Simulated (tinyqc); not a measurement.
Free-carrier optics of a doped semiconductor (Drude model with one polar phonon): sweeps and comparisons. A value that a table varies takes the place of the one given here.

eps(E) = ei [1 - Ep^2/(E^2 + i E Gam)] + (es - ei) wT^2/(wT^2 - E^2 - i E gT), with Ep^2 = 8 pi c (e^2/(4 pi eps0)) N/(m ei), c = hbar^2/2m0, N in 1/angstrom^3 (1e-24 per 1/cm^3); Gam = hbar/tau, tau = mu m m0/e with m0/e = 5.685630e-12 kg/C and mu in m^2/(V s). Energies in meV.

n + i k = sqrt(eps1 + i eps2) with k >= 0; R = ((n - 1)^2 + k^2)/((n + 1)^2 + k^2) at normal incidence from vacuum; alpha = 2 E k/(hbar c), times 1e8 for 1/cm; loss function Im(-1/eps) = eps2/(eps1^2 + eps2^2).

Constants: hbar^2/2m0 = 3.80998211 eV angstrom^2; e^2/(4 pi eps0) = 14.39964547 eV angstrom; hbar = 6.58211957e-16 eV s; hbar c = 1973.269805 eV angstrom.

Inputs chosen for the exercise (mass and dielectric values near those of InSb; N and mu are free inputs; interband absorption and the rise of the mass with filling are left out; not measured data): m = 0.0135 m0 (conductivity mass); ei = 15.42 (high-frequency dielectric constant); wT = 22.3 meV (TO phonon); es = 16.55 (static dielectric constant); N = 2.4e+17 1/cm^3 (carrier density); mu = 7800 cm^2/(V s) (mobility); gT = 0.5 meV (phonon damping); E = 51.8 meV (photon energy).

## The coupled modes against doping

L-, L+ solve E^4 - (wL^2 + Ep^2) E^2 + Ep^2 wT^2 = 0, wL = wT sqrt(es/ei); damping left out; energies in meV.

Modes:
```
N (1/cm^3)      Ep     L-      L+  Ep sqrt(ei/es)
2.0e+15       3.64   3.51   23.12            3.51
8.0e+15       7.28   7.00   23.19            7.03
2.0e+16      11.51  10.99   23.35           11.11
5.0e+16      18.20  16.82   24.12           17.57
8.0e+16      23.02  19.82   25.90           22.22
2.0e+17      36.40  21.84   37.17           35.13
3.0e+17      44.58  22.03   45.11           43.03
8.0e+17      72.79  22.22   73.07           70.26
2.0e+18     115.10  22.27  115.26          111.10
```

wL = 23.10 meV

At low density L- follows Ep sqrt(ei/es) (3.51 against 3.51), a plasmon screened by the lattice, and L+ starts at wL. At the highest density L- has come within 0.03 meV of wT, since the carriers screen the field that lifts wL, and L+ is within 0.16 meV of Ep. The branches are closest, 6.08 meV, at 8e+16 1/cm^3 of those listed. The mass is held fixed, while in a real band it rises with filling.

## Reflectance across the plasma edge

Spectrum:
```
E (meV)     eps1    eps2      R  alpha (1/cm)
4.0      -162.51  492.25  0.902      7.48e+03
12.0      -75.54   84.82  0.859      1.18e+04
19.9      -26.51   26.74  0.782      1.14e+04
27.9      -13.83   10.84  0.743      1.12e+04
33.9       -4.74    6.28  0.560      8.63e+03
39.9        0.60    3.95  0.245      5.27e+03
43.9        3.06    3.00  0.159      3.49e+03
49.8        5.71    2.08  0.186      2.17e+03
59.8        8.61    1.22  0.245      1.26e+03
79.7       11.54    0.52  0.297           622
119.6      13.68    0.16  0.330           256
199.4      14.79    0.03  0.345          89.1
```

Ep = 39.9 meV and Gam = 11.0 meV. R is 0.902 at the lowest energy and lowest, 0.159, at 43.9 meV of those listed; without damping and phonon it would vanish at Ep sqrt(ei/(ei - 1)) = 41.2 meV. At the highest energy R is 0.345, against 0.353 for ei alone. Between the last two rows alpha goes as E^-2.07, where the Drude limit far above Ep and Gam is E^-2. Inside the metallic range the phonon cuts a dip in R near L-, below wT = 22.3 meV, which the rows may miss.

## What moves the optical constants

At the energy E. Each row changes one parameter from the base and keeps the others.

Results:
```
case                  Ep (meV)  Gam (meV)       R  alpha (1/cm)
base                     39.87      10.99  0.2003      1.91e+03
N = 3.6e+17 1/cm^3       48.83      10.99  0.1465      4.41e+03
m = 0.0162 m0            36.40       9.16  0.2272      1.23e+03
mu = 4680 cm^2/(V s)     39.87      18.32  0.2278      2.79e+03
ei = 16.19               38.91      10.99  0.2222      1.78e+03
E = 62.2 meV             39.87      10.99  0.2544      1.13e+03
```

The largest shifts from the base row, up to three for each result and ties (the steps differ in size, so this ranks the rows, not the parameters). Ep (meV): N +8.96, m -3.47, ei -0.96; unchanged at the printed digits by mu and E. Gam (meV): mu +7.33, m -1.83; unchanged at the printed digits by N, ei and E. R: E +0.0541, N -0.0538, mu +0.0275. alpha (1/cm): N +2.50e+03, mu +883, E -772.

Run: tinyqc, `OMP_NUM_THREADS=1 python tinyqc.py 1680195 1680196 out.jsonl`; Intel(R) Xeon(R) Processor @ 2.30GHz, one thread, shared host; about 0.01 s of CPU time with all checks.
